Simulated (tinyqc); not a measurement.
Frequency dispersion of an accumulation capacitance by border traps, distributed model: one step of the calculation.

Traps spread evenly through the insulator exchange electrons with the semiconductor by tunnelling, with tau(x) = t0 exp(2 ka x) at depth x from the interface. The admittance per area Y seen at depth x obeys dY/dx = -Y^2/(i w eps0 eox) + q Nb ln(1 + i w tau)/tau, with Y(0) = i w Cs and w = 2 pi f; the gate sees Y(tox) = G + i w C. Working variable y = Y/(i w), in uF/cm^2. Cox = eps0 eox/tox.

Problem. Capacitance and conductance at the gate. Beyond xe the traps are ignored, so 1/y(tox) = 1/y(xe) + (tox - xe)/(eps0 eox); C = Re y, G/w = -Im y, loss tangent G/(w C).

Values chosen for this exercise; permittivity close to that of hafnium oxide: relative permittivity of the insulator eox = 19.9; insulator thickness tox = 5.4 nm; depth down to which the steps are taken xe = 1.6 nm.

Constants: eps0 = 8.8541878128e-14 F/cm where lengths are in cm. Results are converted to the units shown.

y at xe = 3.3762501-0.0106078i uF/cm^2

Give: y at the gate; C; G/w; loss tangent.

Solution.

y at the gate = 1.9537-0.0036i uF/cm^2
C = 1.9537 uF/cm^2
G/w = 0.0035519 uF/cm^2
loss tangent = 0.0018181

Program tinyqc, `OMP_NUM_THREADS=1 python tinyqc.py 2202099 2202100 out.jsonl`; Intel Xeon 2.30GHz, shared host, one thread, about 0.3 s.
